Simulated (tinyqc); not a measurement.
## p-type polysilicon, carrier trapping at grain boundaries: effect of the temperature

One-dimensional grains of size Lg, uniform ionised doping N, monovalent traps Qt at each boundary at a depth Et below (for electrons) or above (for holes) the band edge there, abrupt depletion of width W on each side of a boundary, Boltzmann statistics. xi is the distance from the band edge at the grain centre to the Fermi level. Trapped charge Qt/(1 + exp((xi + VB - Et)/Vt)) = 2 N W, barrier VB = q N W^2/(2 eps0 eps_r).

NB is given at 300 K and scales as (T/300 K)^1.5. If the trap equation with xi = Vt ln(NB/N) has a root W < Lg/2, the grain is partly depleted; otherwise W = Lg/2 and the trap equation gives xi = Et - VB + Vt ln(Qt/(N Lg) - 1). N* = Qt/Lg. n0 = NB exp(-xi/Vt); mean density n0 (1 - 2 W/Lg) by charge balance in a partly depleted grain, and n0 (sqrt(pi)/2) erf(u)/u with u = sqrt(VB/Vt) in a fully depleted one; v = sqrt(kB T/(2 pi ms m0)); barrier resistivity Vt exp(VB/Vt)/(q fe n0 v Lg); grain resistivity (1 - 2 W/Lg)/(q n0 mug); effective mobility 1/(q mean density total resistivity). Rows with xi above 0.45 V, towards mid-gap, are left out, since the other carrier type is ignored.

Parameters, values chosen for the exercise; values of the order met in polycrystalline silicon:
- eps_r = 11.7 (relative permittivity)
- NB = 2.65e19 cm^-3 (valence-band density of states at the reference temperature)
- Lg = 40 nm (grain size)
- Qt = 2.1e12 cm^-2 (trap density of a grain boundary)
- Et = 0.42 eV (depth of the trap level from the majority band edge at the boundary)
- ms = 0.58 m0 (mass for thermionic emission)
- fe = 0.5 (correction factor of the emission rate)
- N = 2e17 cm^-3 (doping)

Constants: q = 1.602176634e-19 C, kB = 1.380649e-23 J/K, m0 = 9.1093837015e-31 kg, Vt = kB T/q, eps0 = 8.8541878128e-14 F/cm where lengths are in cm. Results are converted to the units shown.

The same in every row: N/N* = 0.3810; depleted share 2 W/Lg = 1.000; VB (V) = 0.06186.

Result of one run:
```
T (K)	xi (V)	mean density (cm^-3)	resistivity (ohm cm)	effective mobility (cm^2/(V s))
320	0.3715	2.350e13	5407	49.12
```

What becomes of these results when the temperature T is changed from 320 to 280 K, all else the same?

Result of the changed run:
```
T (K)	xi (V)	mean density (cm^-3)	resistivity (ohm cm)	effective mobility (cm^2/(V s))
280	0.3699	2.845e12	5.444e4	40.30
```

The whole series:
```
T (K)	xi (V)	mean density (cm^-3)	resistivity (ohm cm)	effective mobility (cm^2/(V s))
200	0.3665	3.894e9	8.053e7	19.90
240	0.3682	1.777e11	1.156e6	30.39
280	0.3699	2.845e12	5.444e4	40.30
320	0.3715	2.350e13	5407	49.12
360	0.3732	1.244e14	884.8	56.71
400	0.3749	4.808e14	205.7	63.12
440	0.3765	1.476e15	61.76	68.47
```

As T goes from 200 to 440, VB stays at 0.0619 V, the resistivity falls from 8.05e7 to 61.8 ohm cm and the effective mobility rises from 19.9 to 68.5 cm^2/(V s). The activation energy kB ln(rho1/rho2)/(1/T1 - 1/T2) is 0.439 eV between the first two rows and 0.456 eV between the last two; mug is held fixed.

Computed by the program tinyqc: `OMP_NUM_THREADS=1 python tinyqc.py 2830119 2830120 out.jsonl`, one thread of a shared Intel Xeon 2.30GHz, about 0.01 s for the whole run.
